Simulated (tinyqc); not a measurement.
Three-phonon processes in a diatomic chain: dispersion, energy and momentum conservation, and decay channels of optical phonons: one step, computed by the program tinyqc.

Cell length a, two atoms, one spring constant. x = q a/pi runs from -1 to 1; A and O are the acoustic and optical branches. Matrix elements are not computed: only conservation laws and occupation factors are followed.

Problem. Band edges. omega^2 = k (1/m + 1/M) -/+ k sqrt((1/m + 1/M)^2 - 4 sin^2(pi x/2)/(m M)); nu = 15.6333042 THz x sqrt(omega^2) for eV/(angstrom^2 u). Acoustic top sqrt(2 k/M), optical bottom sqrt(2 k/m), optical top sqrt(2 k (1/m + 1/M)).

Inputs (values chosen for the exercise, for a model chain): light mass m = 12 u; heavy mass M = 52.1 u; spring constant k = 13 eV/angstrom^2.

Constants: nu for 1 eV/(angstrom^2 u) = 15.6333042 THz.

Give: acoustic top; optical bottom; optical top; optical top over twice the acoustic top; optical bottom over twice the acoustic top; optical width over acoustic top.

Solution.

acoustic top = 11.044 THz

optical bottom = 23.012 THz

optical top = 25.524 THz

optical top over twice the acoustic top = 1.1556

optical bottom over twice the acoustic top = 1.0418

optical width over acoustic top = 0.22754

The zone-centre optical phonon lies above twice the acoustic top (M/m > 3), so its decay into two acoustic phonons is forbidden; at M/m > 4 energy alone forbids it for every optical phonon.
